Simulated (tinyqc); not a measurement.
Mass and g factor above the band edge: five-level k.p model folded onto the conduction band.

Second-order sums for the lowest conduction level at E: 1/m = 1 + Cm + (Ep/3)(2/E + 1/(E + Dso)) - (Ep2/3)(2/(E7 + D2 - E) + 1/(E7 - E)); g/2 = 1 + Cg - (Ep/3)(1/E - 1/(E + Dso)) - (Ep2/3)(1/(E7 - E) - 1/(E7 + D2 - E)). E is counted from the top of the valence band; E = Eg at the edge.

Parameters, chosen for this exercise (near those of CdTe; the results hold for these values, not for the real material): Eg = 1.578 eV (gap at Gamma to the s-like level); Dso = 0.912 eV (spin-orbit splitting); Ep = 19.4 eV (Kane energy); E7 = 5.17 eV (upper Gamma7 conduction level, from the valence top); D2 = 0.27 eV (its spin-orbit splitting, Gamma8 above Gamma7); Ep2 = 1.6 eV (Kane energy to the upper levels); Cm = -1.3 (remote term in 1/m); Cg = 0 (remote term in g/2).

The sums are evaluated at E = Eg + dE, as is done for confined or hot electrons.

Results:
```
dE (meV)    m(E)    g(E)  m(E)/m(Eg)  1 + dE/Eg
0         0.0993  -1.023      1.0000     1.0000
20        0.1006  -0.962      1.0126     1.0127
50        0.1025  -0.874      1.0316     1.0317
100       0.1056  -0.736      1.0634     1.0634
150       0.1088  -0.608      1.0954     1.0951
200       0.1120  -0.489      1.1275     1.1267
300       0.1184  -0.276      1.1925     1.1901
```

What can be read from this table?

Over 300 meV the mass grows by 19.3 %, against 19.0 % for two levels alone, and g moves from -1.023 to -0.276, towards the free value 2.

Computed by tinyqc, a small Python program: `OMP_NUM_THREADS=1 python tinyqc.py 1050208 1050209 out.jsonl` (the numbers bound the seed that draws the inputs); one thread of a shared host (Intel(R) Xeon(R) Processor @ 2.30GHz), about 0.01 s for the whole set of steps.
